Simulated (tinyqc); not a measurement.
Grain-boundary diffusion: Harrison regimes, Fisher and Le Claire analysis, Hart average: one step, computed by the program tinyqc.

A boundary is a slab of width delta with diffusivity D_b, normal to a surface held at constant concentration; it leaks into grains of diffusivity D.

Task: Regime. l = sqrt(D t); P = s delta D_b; alpha = s delta/(2 l); beta = P/(2 D l). Regime A if l > 3 d, C if alpha > 1, B if alpha < 0.1, l < d/4 and beta > 10, otherwise a transition.

Inputs (values chosen for the exercise, for a model polycrystal):

| quantity | value | unit |
|---|---|---|
| boundary width delta | 0.7 | nm |
| segregation factor s | 30 | - |
| grain size d | 26 | um |
| temperature T | 416 | K |
| time t | 14000 | s |

D = 3.527027e-22 m^2/s

triple product P = 7.723576e-23 m^3/s

Give: lattice diffusion length l; alpha; beta; regime.

Result:

lattice diffusion length l = 0.002222 um

alpha = 4.725

beta = 4.927e+07

Regime: C

The lattice is frozen: material stays in the boundaries and D_b itself is measured.
